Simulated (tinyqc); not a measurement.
Coverage and depolarisation: effective work function and flat-band voltage of a metal/high-k/SiO2/Si stack with a dipole layer.

Constants: e^2/(4 pi eps0) = 14.39964547 eV angstrom.

Inputs chosen for the exercise (a stack on Si capped with an aluminium-like oxide; not measured data):

| symbol | value | unit | meaning |
|---|---|---|---|
| qd | 0.44 | e | charge of a dipole |
| dd | 2.4 | angstrom | its length |
| ed | 10.4 |  | dielectric constant in the dipole layer |
| al | 3.9 | angstrom^3 | polarisability volume of a dipole |

Size of the step: linear D0 = 4 pi e2 N qd dd/ed, and D0/(1 + 9 al N^(3/2)), N in angstrom^-2, a Topping factor applied on top of ed as a model choice.

Results:

| N (cm^-2) | D0 (eV) | 9 al N^(3/2) | D (eV) |
|---|---|---|---|
| 2.0e+13 | 0.0367 | 0.0031 | 0.0366 |
| 5.0e+13 | 0.0919 | 0.0124 | 0.0907 |
| 1.0e+14 | 0.1837 | 0.0351 | 0.1775 |
| 4.0e+14 | 0.7349 | 0.2808 | 0.5738 |
| 7.0e+14 | 1.2861 | 0.6501 | 0.7795 |
| 1.0e+15 | 1.8374 | 1.1100 | 0.8708 |

Give the missing row, N (cm^-2) = 2.0e+14.

Computed row:
```
N (cm^-2)  D0 (eV)  9 al N^(3/2)  D (eV)
2.0e+14     0.3675        0.0993  0.3343
```

Depolarisation takes off 3.4 % at 1e14 and 39 % at 7e14 cm^-2. D would peak at N = (2/(9 al))^(2/3) = 1.5e+15 cm^-2, beyond the table.

Run: tinyqc, `OMP_NUM_THREADS=1 python tinyqc.py 1851156 1851157 out.jsonl`; Intel(R) Xeon(R) Processor @ 2.30GHz, one thread, shared host; about 0.01 s of CPU time with all checks.
